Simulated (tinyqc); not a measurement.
Three voltage laws: time-dependent dielectric breakdown: cell percolation, Weibull statistics, area scaling and voltage extrapolation. Computed by tinyqc, a small Python program. Command: `OMP_NUM_THREADS=1 python tinyqc.py 3003515 3003516 out.jsonl tddb walk`. One thread of a shared host (Intel(R) Xeon(R) Processor @ 2.30GHz), about 0.01 s of CPU time with the checks.

The oxide is divided into columns of area a^2, each holding m = t_ox/a cells (m is taken as continuous). A share lambda(t) = (t/t_1)^alpha of the cells is defective, and a column whose cells are all defective breaks down.

Inputs (values chosen for the exercise, for a model gate oxide): oxide thickness t_ox = 2 nm; defect cell size a = 1 nm; exponent alpha of defect growth = 0.9; time t_1 at which the occupied share would reach 1 = 3.1e+09 s; test area A = 4000 um^2; product area A_u = 200000 um^2; stress voltage V = 2.91 V; use voltage V_u = 1.7 V; local exponent n = -d ln t/d ln V at the stress voltage = 44; activation energy E_a = 0.8 eV; stress temperature T = 140 C; use temperature T_u = 85 C; allowed failure fraction F = 0.0001.

Voltage law used: E.

Constants: k_B = 8.617333262e-05 eV/K.

Method:
- Failure fraction F = 1 - (1 - lambda^m)^N with N = A/a^2 columns, which for small lambda^m is 1 - exp(-(t/t63)^beta) with beta = alpha m and t63 = t_1 N^(-1/beta); critical share lambda(t63) = N^(-1/m). 1 um^2 = 1e6 nm^2.
- All three voltage laws share the slope n at the stress voltage. Factor t(V_u)/t(V): E law exp(n (1 - V_u/V)); 1/E law exp(n (V/V_u - 1)); power law (V/V_u)^n.
- Temperatures in kelvin are T(C) + 273.15.
- Temperature factor exp[(E_a/k_B)(1/T_u - 1/T)]; area factor (A/A_u)^(1/beta); percentile factor (-ln(1 - F))^(1/beta); life = t63 x all four; 1 year = 3.15576e7 s.
- Life = t63 x voltage, temperature, area and percentile factors, the last three as above.

projected life = 862.911 years

voltage factor = 8.82366e+07

Log10 of the life in years:
```
V_u/V  V_u (V)    E law  1/E law  power law
1.00    2.9100  -5.0097   -5.010     -5.010
0.95    2.7645  -4.0542   -4.004     -4.030
0.90    2.6190  -3.0988   -2.886     -2.996
0.80    2.3280  -1.1879   -0.232     -0.746
0.70    2.0370   0.7230    3.180      1.806
0.60    1.7460   2.6339    7.730      4.752
0.50    1.4550   4.5448   14.099      8.236
0.40    1.1640   6.4557   23.654     12.500
```

At V_u/V = 0.9 the laws differ by 0.21 decades at most, and at 0.5 by 9.6. The E law is the most cautious and the 1/E law the most hopeful. Ten years are reached at V_u/V = 0.686 (E), 0.761 (1/E), 0.730 (power). Caution: t_1 is an input here; in a real oxide it changes with thickness at fixed voltage. Caution: the rows at low voltage extrapolate over many decades and cannot be tested.
